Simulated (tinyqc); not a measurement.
Sheet resistance and Hall data of a diffused or implanted layer: one step, computed by the program tinyqc. Command: `OMP_NUM_THREADS=1 python tinyqc.py 3011585 3011586 out.jsonl layer walk`. One thread of a shared host (Intel(R) Xeon(R) Processor @ 2.30GHz), about 0.02 s of CPU time with the checks.

Carriers are taken equal to the net active doping down to the junction (full ionisation, which deep dopants in wide-gap hosts do not reach; no spill-over, no depletion), and the Hall factor is 1.

Question. Profile. N(x) = N_0 exp(-(x - R_p)^2/(2 l^2)) for x > 0, dose N_0 l sqrt(pi/2) erfc(-R_p/(l sqrt 2)), junction x_j = R_p + l sqrt(2 ln(N_0/N_B)); the layer starts at x_0 = max(0, 2 R_p - x_j). Mobility mu = mu_min + (mu_max - mu_min)/(1 + (N_t/N_ref)^alpha), N_t = active doping + N_B; carriers n = active doping - N_B, active doping min(N, N_s). sigma = e n mu.

Inputs (values chosen for the exercise, modelled on boron in silicon):
```
quantity                                 value        unit
mu_min                                    45.5  cm^2/(V s)
mu_max                                     458  cm^2/(V s)
N_ref                                  2.3e+17      1/cm^3
exponent alpha                            0.71           -
peak concentration N_0                   4e+20      1/cm^3
length scale l                              28          nm
background doping N_B (opposite type)  7.7e+16      1/cm^3
projected range R_p                         69          nm
solubility limit N_s                   1.8e+20      1/cm^3
```

Profile: buried Gaussian (implant). Activation: limited by solubility.

Constants: e = 1.602176634e-19 C.

Give: Depth, doping, carriers, mobility and conductivity at 2, 10, 20, 35, 50, 65, 80, 90 and 98 % of the layer.

Answer.

Depth, doping, carriers, mobility and conductivity at 2, 10, 20, 35, 50, 65, 80, 90 and 98 % of the layer:
```
x (nm)  N (1/cm^3)  n (1/cm^3)  mu (cm^2/(V s))  sigma (S/cm)
3.7      2.636e+19   2.628e+19             59.2     2.494e+02
18.5     7.856e+19   7.848e+19             51.9     6.532e+02
37.0     2.079e+20   1.799e+20             49.1     1.416e+03
64.7     3.953e+20   1.799e+20             49.1     1.416e+03
92.4     2.820e+20   1.799e+20             49.1     1.416e+03
120.1    7.548e+19   7.540e+19             52.1     6.298e+02
147.9    7.580e+18   7.503e+18             77.1     9.270e+01
166.3    9.499e+17   8.729e+17            151.5     2.118e+01
181.1    1.318e+17   5.479e+16            258.8     2.272e+00
```

The mobility varies by a factor 5.3 across these points and the conductivity by 623.
